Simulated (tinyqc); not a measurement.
# MOS inversion layer, Poisson-Schroedinger loop, step by step

tinyqc, about 0.5 s, one thread, Intel Xeon 2.30GHz (shared host): `OMP_NUM_THREADS=1 python tinyqc.py 2160097 2160098 out.jsonl` Printed values are rounded.

Electrons confined at an insulator interface at z = 0, treated as a hard wall; parabolic valleys, Hartree approximation, no image or exchange terms. The depletion charge lies far deeper than the electrons and gives a uniform field q Nd/(eps0 eps_r); the gate balances all charge. Energies are counted from the band edge at the interface.

Parameters, values chosen for the exercise; masses and permittivity close to those of 4H silicon carbide (0001):
- T = 400 K (temperature)
- eps_r = 9.7 (relative permittivity)
- mz1 = 0.324 m0 (mass along z of valley set A (3 valley(s)))
- md1 = 0.414 m0 (in-plane density-of-states mass of set A)
- Ns = 3.1e12 cm^-2 (sheet density of electrons)
- Nd = 1e12 cm^-2 (sheet density of depletion charge)
- hz = 0.64 nm (mesh step)
- a = 0.5 (mixing factor)

Constants: q = 1.602176634e-19 C, kB = 1.380649e-23 J/K, hbar = 1.054571817e-34 J s, m0 = 9.1093837015e-31 kg, Vt = kB T/q, eps0 = 8.8541878128e-14 F/cm where lengths are in cm, hbar^2/(2 m0) = 0.0380998212 eV nm^2. Results are converted to the units shown.

## Fixed part of the potential

z, node 1 to 18 (nm): [0.64, 1.28, 1.92, 2.56, 3.2, 3.84, 4.48, 5.12, 5.76, 6.4, 7.04, 7.68, 8.32, 8.96, 9.6, 10.24, 10.88, 11.52]

V0 = q Nd z/(eps0 eps_r) in eV.

fixed potential V0, node 1 to 18 (eV): [0.0119391, 0.0238781, 0.0358172, 0.0477562, 0.0596953, 0.0716343, 0.0835734, 0.0955124, 0.1074515, 0.1193905, 0.1313296, 0.1432686, 0.1552077, 0.1671468, 0.1790858, 0.1910249, 0.2029639, 0.2149030]

## Round 1: levels and probability densities

self-consistent potential U at the start, node 1 to 18 (eV): [0, 0, 0, 0, 0, 0, 0, 0, 0, 0, 0, 0, 0, 0, 0, 0, 0, 0]

Tridiagonal Hamiltonian with psi = 0 one step beyond both ends: H_ii = C (1/m_(i-1/2) + 1/m_(i+1/2))/hz^2 + V0_i + U_i, H_(i,i+1) = -C/(m_(i+1/2) hz^2), C = hbar^2/(2 m0). The lowest 2 level(s) are kept, normalised to hz sum |psi|^2 = 1. The mass is the same on all intervals.

levels (eV): A1 0.0801944, A2 0.1397375
|psi|^2 of A1, node 1 to 18 (1/nm): [0.0619259, 0.1923127, 0.2939767, 0.3158969, 0.2687308, 0.1916015, 0.1183375, 0.0646838, 0.0317653, 0.0141723, 0.0057944, 0.0021857, 0.0007648, 0.0002491, 0.0000756, 0.0000211, 0.0000052, 0.0000008]
|psi|^2 of A2, node 1 to 18 (1/nm): [0.0598256, 0.1446317, 0.1314347, 0.0456003, 0.0000150, 0.0484909, 0.1476896, 0.2239363, 0.2393525, 0.2027115, 0.1438864, 0.0883891, 0.0479344, 0.0232177, 0.0100711, 0.0038553, 0.0012194, 0.0002384]

## Round 1: Fermi level and occupations

Level k holds N_k = D_k Vt ln(1 + exp((EF - E_k)/Vt)) with D = 3 md1 m0 q/(pi hbar^2) per eV (spin included); EF is fixed by sum N_k = Ns.

EF = 0.01637215 eV
N_k (cm^-2): A1 2.607817e12, A2 4.921832e11

## Round 1: density, output potential and mixing

n_i = sum_k N_k |psi_k|^2 (converted to cm^-3). Hartree part by Gauss: on the interval before node i the electrons still beyond are S_i = Ns - hz sum_(j<i) n_j, and U_i = U_(i-1) + q S_i hz/(eps0 eps_r) in eV, U_0 = 0 at the interface. Mixing: U(new) = U + a (U(out) - U).

n, node 1 to 18 (in units of 1e18 cm^-3): [1.909366, 5.727016, 8.313272, 8.462449, 7.008080, 5.235280, 3.812929, 2.789012, 2.006433, 1.367301, 0.859290, 0.492036, 0.255869, 0.120770, 0.051539, 0.019526, 0.006136, 0.001195]
U(out), node 1 to 18 (eV): [0.0370111, 0.0725632, 0.1037393, 0.1285632, 0.1469210, 0.1599240, 0.1689266, 0.1750158, 0.1789739, 0.1813989, 0.1827791, 0.1835028, 0.1838505, 0.1840027, 0.1840626, 0.1840831, 0.1840887, 0.1840896]
U after round 1, node 1 to 18 (eV): [0.01850553, 0.03628159, 0.05186965, 0.06428162, 0.07346052, 0.07996198, 0.08446330, 0.08750790, 0.08948695, 0.09069945, 0.09138957, 0.09175140, 0.09192524, 0.09200133, 0.09203129, 0.09204155, 0.09204435, 0.09204480]

## Course of the self-consistent loop

Start from U = 0. Stop when the largest |U(out) - U| is below 1e-7 eV, or after 120 rounds.

Course of the iteration:
```
round  level A1 (eV)     EF (eV)  largest |U(out) - U| (eV)
1         0.08019439  0.01637215                      0.184
2          0.1397319  0.07830568                     0.0568
3          0.1624903   0.1013928                     0.0236
4          0.1725861   0.1115246                     0.0107
5          0.1772695   0.1161944                    5.04e-3
6          0.1794941   0.1184044                    2.40e-3
7          0.1805655   0.1194671                    1.16e-3
8          0.1810859   0.1199829                    5.68e-4
9          0.1813400   0.1202347                    2.78e-4
...              ...         ...                        ...
13         0.1815704   0.1204633                    1.62e-5
14         0.1815777   0.1204706                    7.98e-6
15         0.1815813   0.1204742                    3.93e-6
16         0.1815831   0.1204759                    1.94e-6
17         0.1815839   0.1204768                    9.57e-7
18         0.1815844   0.1204772                    4.73e-7
19         0.1815846   0.1204775                    2.34e-7
20         0.1815847   0.1204776                    1.16e-7
21         0.1815847   0.1204776                    5.72e-8
```

Converged in 21 rounds. Towards the end the residual shrinks by a factor of about 0.49 a round.

## Converged levels, occupations and centroid

converged U, node 1 to 18 (eV): [0.0370110, 0.0705314, 0.0959505, 0.1127264, 0.1230436, 0.1293061, 0.1331402, 0.1354715, 0.1368380, 0.1375915, 0.1379774, 0.1381597, 0.1382390, 0.1382706, 0.1382821, 0.1382857, 0.1382867, 0.1382868]

Solve for the levels with V0 + U, find EF, n_i = sum_k N_k |psi_k|^2 (in cm^-3); share of each level N_k/Ns; centroid sum n z/sum n.

levels (eV): A1 0.1815847, A2 0.2617471
EF = 0.1204776 eV
shares (%): A1 90.50287, A2 9.49713
n, node 1 to 18 (in units of 1e19 cm^-3): [0.456833, 1.060245, 1.131164, 0.845254, 0.530671, 0.317798, 0.196673, 0.126282, 0.080205, 0.048129, 0.026634, 0.013482, 0.006238, 0.002641, 0.001021, 0.000355, 0.000104, 0.000019]
centroid = 2.391274 nm

An 800-node mesh to 19 nm with 8 levels a set gives A1 = 0.1834 eV, EF = 0.1217 eV and a centroid of 2.511 nm; the levels kept above hold 97.6 % of the electrons there. The coarse centroid is 4.8 % below the fine one.

## Closed-form estimates

Triangular well: E_k = a_k (C F^2/mz)^(1/3), a_1 = 2.338107, a_2 = 4.087949, C = hbar^2/(2 m0), F in eV/nm. Fang-Howard (all electrons in the lowest level of set A): b^3 = 6 (mz1/C) q (Nd + 11 Ns/32)/(eps0 eps_r), centroid 3/b, level C b^2/(4 mz1) + (3/b) q (Nd + 11 Ns/16)/(eps0 eps_r). Use F = q (Nd + Ns)/(eps0 eps_r), the surface field, and F = q (Nd + Ns/2)/(eps0 eps_r).

A1 with the surface field = 0.2063984 eV
A1 with Nd + Ns/2 = 0.1503871 eV
A2 with Nd + Ns/2 = 0.2629369 eV
b = 1.252771 1/nm
Fang-Howard centroid = 2.394692 nm
Fang-Howard level = 0.1860188 eV

Against the self-consistent A1 = 0.1834 eV on a fine mesh, the surface-field estimate is 13 % above it, the half-charge one 18 % below it and Fang-Howard 1.4 % above it. A1 holds 89.1 % of the electrons, and the Fang-Howard centroid is 4.6 % below the full one.
